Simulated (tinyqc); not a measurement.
Doping and flat-band voltage from two insulator thicknesses.

Problem. A junctionless wire is fully depleted at VT = Vfb - q Nd R^2/(4 eps0 eps_r) - q Nd R^2 ln(1 + tox/R)/(2 eps0 eox). Find Nd and Vfb.

Inputs (values chosen for the exercise); material values close to those of gallium arsenide:
```
symbol,value,unit,meaning
eps_r,13,,relative permittivity of the semiconductor
eox,22,,relative permittivity of the gate insulator
R,15,nm,wire radius
```

Constants: q = 1.602176634e-19 C, eps0 = 8.8541878128e-14 F/cm where lengths are in cm. Results are converted to the units shown.

VT at tox = 4.7 and 10 nm (V): 0.42663348  0.34285720

Answer. The difference of the thresholds is proportional to Nd and holds no Vfb.

Nd = 3.80e18 cm^-3
Vfb = 0.820 V

Computed by the program tinyqc: `OMP_NUM_THREADS=1 python tinyqc.py 2460011 2460012 out.jsonl`, one thread of a shared Intel Xeon 2.30GHz, about 0.01 s for the whole run.
